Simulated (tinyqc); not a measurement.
Worked calculation: recursion (Haydock) method for the local density of states: impurity site of a square lattice. Values are carried at full precision from step to step, so a last printed digit may differ when a step is redone from the rounded ones.

One orbital a site at energy 0, hopping -t to the 4 nearest neighbours of a square lattice; the start u0 is a site in the bulk, with energy V. Recursion: a_n = <u_n|H|u_n>, b_(n+1) u_(n+1) = (H - a_n) u_n - b_n u_(n-1), b > 0. G(z) = 1/(z - a0 - b1^2/(z - a1 - b2^2/(...))), z = E + i eta. After n levels the tail is b_n^2 T with the square-root terminator T = (z - sqrt(z - 2b) sqrt(z + 2b))/(2 b^2), b = 2t so that the band edges lie at -/+ 4t.

Values chosen for the exercise: t = 0.98 eV (hopping); V = -2.5 eV (shift of the starting site); n = 4 (levels kept); E = 0.46 eV (energy); eta = 0.049 eV (broadening).

## The coefficients

Carry the recursion for n levels; the lattice is large enough that no wall is met.

Coefficients:

| n | a_n (eV) | b_(n+1) (eV) | b_(n+1)^2/t^2 |
|---|---|---|---|
| 0 | -2.5000 | 1.96000 | 4.0000 |
| 1 | 0.0000 | 2.19135 | 5.0000 |
| 2 | 0.0000 | 1.91037 | 3.8000 |
| 3 | 0.0000 | 2.03341 | 4.3053 |

b1^2/t^2 = 4 counts the neighbours of the start. Only a0 = V differs from zero: u_n lies on one sublattice and is orthogonal to the start. The b_n tend to a quarter of the band width, 1.960 eV.

## Moments from the coefficients

For a1 = a2 = 0: mu1 = a0, mu2 = a0^2 + b1^2, mu3 = a0^3 + 2 a0 b1^2, mu4 = a0^4 + 3 a0^2 b1^2 + b1^4 + b1^2 b2^2.

mu1 to mu4 (eV^n): -2.500  10.092  -34.833  144.298

## The continued fraction at one energy

Start from the terminator and work up: G_i = 1/(z - a_i - S_i), S_i = b_(i+1)^2 G_(i+1), with T in place of G_n. The density is -Im G_0/pi.

Levels of the fraction:

| i | S_i (eV) | G_i (1/eV) |
|---|---|---|
| 3 | 0.2444-2.0688i | 0.0476-0.4673i |
| 2 | 0.1736-1.7056i | 0.0906-0.5551i |
| 1 | 0.4351-2.6658i | 0.0034-0.3683i |
| 0 | 0.0130-1.4149i | 0.2722-0.1352i |

local density of states = 0.0430 1/eV

A direct sum over the zone gives 0.0396 1/eV at the same z; 4 levels miss it by +8.6 %. V binds a level outside the band, at -4.13 eV, which takes 38 % of the weight of this site and so lowers its total weight inside the band.

## Checks

- G from 10 levels against a direct sum over the zone at E = 8.7720 eV, above the band (1/eV): both 0.092565.

Program tinyqc; command `OMP_NUM_THREADS=1 python tinyqc.py 1481641 1481642 out.jsonl`; about 0.01 s on one thread of a shared Intel(R) Xeon(R) Processor @ 2.30GHz.
